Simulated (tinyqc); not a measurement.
Bias-temperature instability from a Gaussian distribution of capture and emission barriers: one step, computed by the program tinyqc. Command: `OMP_NUM_THREADS=1 python tinyqc.py 3008241 3008242 out.jsonl bti walk`. One thread of a shared host (Intel(R) Xeon(R) Processor @ 2.30GHz), about 0.01 s of CPU time with the checks.

Each trap has a capture time tau_0 exp(E_c/(k_B T)) under stress and an emission time tau_0 exp(E_e/(k_B T)) after it. E_c is Gaussian, and E_e = E_c + d with d Gaussian and independent. A trap counts as filled once t_s exceeds its capture time and as emptied once t_r exceeds its emission time.

Problem. Stress. Demarcation energies E_s = k_B T ln(t_s/tau_0), E_r = k_B T ln(t_r/tau_0); mean barrier mu = mu_c - k_F F; z = (E_s - mu)/sigma_c; Phi is the standard normal distribution. Temperatures in kelvin are T(C) + 273.15. Shift without recovery dV0 = V_max Phi(z); local time exponent n = d ln dV0/d ln t_s = (k_B T/sigma_c) exp(-z^2/2)/(sqrt(2 pi) Phi(z)); apparent activation energy n E_s.

Inputs (values chosen for the exercise, for a model p-channel transistor):
```
quantity,value,unit
shift with all traps filled V_max,180,mV
mean capture barrier at zero field mu_c,1.55,eV
spread of capture barriers sigma_c,0.36,eV
lowering of mu_c per field k_F,0.05,eV/(MV/cm)
oxide field F,4.5,MV/cm
time constant tau_0,6e-10,s
temperature T,25,C
stress time t_s,10000,s
```

Constants: k_B = 8.617333262e-05 eV/K.

Give: E_s; mean barrier mu; z; shift without recovery dV0; time exponent n; apparent activation energy.

Solution.

E_s = 0.78220 eV

mean barrier mu = 1.325 eV

z = -1.5078

shift without recovery dV0 = 11.845 mV

time exponent n = 0.13883

apparent activation energy = 0.10859 eV

The stress has filled 6.6 % of the traps. The apparent energy 0.109 eV is only the share n of the barriers near 0.78 eV that are being crossed.
